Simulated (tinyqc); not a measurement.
Absorption coefficient and reflectance from two thicknesses.

Problem. With transparent contact layers the responsivity is (1 - Rf)(1 - exp(-al wi)) q lam/(h c). The second absorber is twice as thick as the first. Find al and Rf.

Inputs (values chosen for the exercise):

| symbol | value | unit | meaning |
|---|---|---|---|
| lam | 280 | nm | wavelength |

Constants: q = 1.602176634e-19 C, h = 6.62607015e-34 J s, c = 299792458 m/s. Results are converted to the units shown.

responsivity for wi = 0.55 and 1.1 um (A/W): [0.086087210, 0.12529443]

Solution. The ratio of the responsivities is 1 + exp(-al w1), which gives al; either value then gives 1 - Rf.

al = 1.43e4 1/cm
Rf = 0.300

tinyqc, about 0.01 s, one thread, Intel Xeon 2.30GHz (shared host): `OMP_NUM_THREADS=1 python tinyqc.py 2250028 2250029 out.jsonl`
